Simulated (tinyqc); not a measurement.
Partial widths from the peak.

Inverse problem. A Breit-Wigner resonance has total width G = GL + GR and peak transmission Tp = 4 GL GR/G^2. GL is known to be the larger. Find GL, GR and the lifetime hbar/G.

Constants: q = 1.602176634e-19 C, hbar = 1.054571817e-34 J s. Results are converted to the units shown.

G = 1.7972795 meV
Tp = 0.96900153

Solution. GL and GR have the sum G and the product Tp G^2/4, so they are (G/2)(1 +/- sqrt(1 - Tp)).

GL = 1.057 meV
GR = 0.7404 meV
lifetime = 366.2 fs

tinyqc, about 0.2 s, one thread, Intel Xeon 2.30GHz (shared host): `OMP_NUM_THREADS=1 python tinyqc.py 2600149 2600150 out.jsonl`
